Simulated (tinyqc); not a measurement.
# Changing the pressure P

Model: Born-Mayer model of an ionic crystal AB. Computed by tinyqc, a small Python program. Command: `OMP_NUM_THREADS=1 python tinyqc.py 3004302 3004303 out.jsonl bornmayer sweep`. One thread of a shared host (Intel(R) Xeon(R) Processor @ 2.30GHz), about 0.01 s of CPU time with the checks.

Energies are per ion pair and r is the nearest distance of unlike ions.

Inputs (values chosen for the exercise, for a model salt):
```
quantity,value,unit
ionic charge z,1,-
unlike repulsion lambda,3110,eV
range rho,0.286,angstrom
like repulsion lambda2,256,eV
dispersion C between like ions,37,eV angstrom^6
```

Structure: rock salt. Short range: with like-ion terms.

Constants: e^2/(4 pi eps_0) = 14.39964548 eV angstrom; 1 eV/angstrom^3 = 160.2176634 GPa.

Method:
- Madelung constant M, unlike neighbours z1, like neighbours z2 at f r, volume per pair: rock salt 1.747565, 6, 12, sqrt2, 2 r^3; caesium chloride 1.762675, 8, 6, 2/sqrt3, 8 r^3/(3 sqrt3); zinc blende 1.638055, 4, 12, sqrt(8/3), 16 r^3/(3 sqrt3).
- U(r) = -M z^2 e^2/(4 pi eps_0 r) + z1 lambda exp(-r/rho) + z2 [lambda2 exp(-f r/rho) - C/(f r)^6] (one mean like-ion term for both sublattices).
- With the volume written as c r^3, under pressure take the root at the minimum of the enthalpy and solve U'(r) + 3 c r^2 P = 0; H = U + P V; B = (U'' - 2 U'/r)/(9 c r).

One run for each value:
```
pressure P (GPa),volume at P (angstrom^3),bulk modulus at P (GPa),enthalpy at P (eV per pair),distance at P (angstrom)
0,44.961,28.59,-8.0569,2.8223
2,42.329,38.05,-7.5130,2.7661
5,39.566,51.36,-6.7479,2.7046
10,36.467,72.20,-5.5649,2.6320
20,32.652,111.17,-3.4185,2.5369
30,30.215,148.08,-1.4612,2.4721
50,27.059,218.40,2.0972,2.3828
80,24.171,318.68,6.8713,2.2948
```

Over the rows, volume at P (angstrom^3) falls from 45.0 to 24.2; bulk modulus at P (GPa) rises from 28.6 to 319; enthalpy at P (eV per pair) rises from -8.06 to 6.87. dB/dP is 4.73 between the first rows and 3.34 between the last; dH/dP equals the volume.

Extremes, crossings and ranges named in words are read from the listed rows.
